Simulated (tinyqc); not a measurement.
# Conduction-band offset of an n-N heterojunction from carrier-profile moments: what changes with what

Layer 1 (x < 0) accumulates electrons and layer 2 (x > 0) is depleted. Boltzmann statistics. The bands bend down by V1 in layer 1 and up by V2 in layer 2, with V1 + V2 = VD = dE + Vt ln[(N2/Nc2)/(N1/Nc1)].

Inputs (values chosen for the exercise); values of the order of III-V alloys: temperature T = 300 K; relative permittivity of both layers eps_r = 12.2; density of states of the narrow-gap layer 1 Nc1 = 5.8e17 cm^-3; density of states of the wide-gap layer 2 Nc2 = 1.5e18 cm^-3; conduction-band offset dE = 0.2 eV; donor density in layer 1 N1 = 1.7e16 cm^-3; donor density in layer 2 N2 = 4.8e16 cm^-3; fixed charge at the interface si = 0 cm^-2.

Constants: q = 1.602176634e-19 C, kB = 1.380649e-23 J/K, Vt = kB T/q, eps0 = 8.8541878128e-14 F/cm where lengths are in cm. Results are converted to the units shown.

Each table varies one quantity; the others keep the values above.

## Effect of the doping of the wide-gap layer

Sheet densities from the first integral: Q1 = sqrt((2 eps0 eps_r Vt N1/q)(exp(u1) - u1 - 1)) extra electrons, Q2 = sqrt((2 eps0 eps_r Vt N2/q)(exp(-u2) + u2 - 1)) missing ones, u = V/Vt; neutrality Q1 = Q2 + si.

Effect of the doping of the wide-gap layer:

| N2 (cm^-3) | VD (V) | V1 (V) | Q1 (cm^-2) | n(0-)/Nc1 |
|---|---|---|---|---|
| 3.5e15 | 0.1346 | 0.02509 | 6.297e10 | 0.07737 |
| 6e15 | 0.1485 | 0.03229 | 8.564e10 | 0.1022 |
| 1e16 | 0.1617 | 0.04021 | 1.137e11 | 0.1389 |
| 1.7e16 | 0.1754 | 0.04953 | 1.516e11 | 0.1991 |
| 2.9e16 | 0.1892 | 0.05993 | 2.013e11 | 0.2977 |
| 5e16 | 0.2033 | 0.07143 | 2.676e11 | 0.4644 |
| 8.5e16 | 0.2170 | 0.08333 | 3.518e11 | 0.7361 |
| 1.5e17 | 0.2317 | 0.09666 | 4.703e11 | 1.233 |
| 2.5e17 | 0.2449 | 0.1090 | 6.094e11 | 1.990 |

What does the table show?

Q1 rises from 6.30e10 to 6.09e11 cm^-2, as N2^(0.53) over the table, while VD grows by Vt ln 10 a decade and the share V1/VD rises from 0.186 to 0.445. For N2 = 8.5e16, 1.5e17, 2.5e17 n(0-) nears or passes Nc1, where degeneracy and quantisation lower Q1.

## An error in the interface position

A C-V profile smears n(x) but keeps its zeroth and first moments: si = -int (N - n) dx, VD = (q/(eps0 eps_r)) int (N - n) x dx, dE = VD - Vt ln[(N2/Nc2)/(N1/Nc1)]. With the step of N placed at xi and the moment taken about xi, VD changes by (q/(eps0 eps_r)) [si xi + (N2 - N1) xi^2/2] and si by (N2 - N1) xi.

An error in the interface position:

| xi (nm) | error of si (cm^-2) | error of dE (meV) |
|---|---|---|
| -30 | -9.3000e10 | 20.691 |
| -22.5 | -6.9750e10 | 11.639 |
| -15 | -4.6500e10 | 5.1727 |
| -7.5 | -2.3250e10 | 1.2932 |
| 0 | 0 | 0 |
| 7.5 | 2.3250e10 | 1.2932 |
| 15 | 4.6500e10 | 5.1727 |
| 22.5 | 6.9750e10 | 11.639 |
| 30 | 9.3000e10 | 20.691 |

Among the rows the error of dE lies between 0 and 20.7 meV, quadratic in xi, since without interface charge the first-order term vanishes; the error of si is linear, 3.10e9 cm^-2 a nanometre.

Program tinyqc, `OMP_NUM_THREADS=1 python tinyqc.py 2410102 2410103 out.jsonl`; Intel Xeon 2.30GHz, shared host, one thread, about 0.1 s.
